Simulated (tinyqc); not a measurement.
Resistance of a tapered via with liner, size effect and interface: two fill metals against the diameter.

A round via whose diameter grows from db at the bottom as D(z) = db + 2 z/tan(ang). The fill, of diameter D - 2 tl, starts above the bottom liner (thickness fb tl) and has rho = rho0 (1 + ks lam/(D - 2 tl)); the sidewall liner conducts in parallel with it. The bottom liner and the interface are crossed over the full area pi db^2/4. Spreading in the lines above and below is left out.

Slices between z0 = fb tl and hv, evaluated at their midpoints: conductance per length pi/4 [(D - 2 tl)^2/rho + (D^2 - (D - 2 tl)^2)/rl], slice resistance = slice height over that. 2000 slices. R_fill = sum of the slices; R_bottom = rl fb tl/(pi db^2/4); R_interface = ri/(pi db^2/4). The second fill has rho2, lam2 and tl2 in place of rho0, lam and tl.

Parameters, values chosen for the exercise; fill metal close to cobalt:
- hv = 52 nm (height)
- ang = 87 degrees (sidewall angle)
- rho0 = 6.38 uohm cm (bulk resistivity of the fill)
- lam = 11.8 nm (mean free path of the fill)
- ks = 0.7 (size-effect factor)
- tl = 1.7 nm (liner on the sidewall)
- fb = 1 (liner at the bottom over that on the sidewall)
- rl = 210 uohm cm (resistivity of the liner)
- ri = 1.4e-12 ohm cm^2 (interface resistivity at the bottom)
- Sb = 1e15 S/m^2 (ballistic conductance per area, about 3/(4 rho0 lam))
- rho2 = 7.75 uohm cm (bulk resistivity of the second fill (close to ruthenium))
- lam2 = 6.61 nm (its mean free path)
- tl2 = 0.4 nm (its liner)

Two fill metals against the diameter:
```
db (nm)	R, first fill (ohm)	R, second fill (ohm)	ratio second/first
6	572.5	183.6	0.3208
8.5	212.6	90.33	0.4250
12	89.01	45.02	0.5058
17	39.45	22.33	0.5661
24	18.31	11.17	0.6097
35	8.131	5.233	0.6436
49	4.004	2.663	0.6651
70	1.911	1.302	0.6814
100	0.9195	0.6370	0.6928
```

The ratio goes from 0.321 to 0.693. The second fill gives the lower R in every row.

Numbers from tinyqc (`OMP_NUM_THREADS=1 python tinyqc.py 2750195 2750196 out.jsonl`; about 0.01 s on one thread of a shared Intel Xeon 2.30GHz).
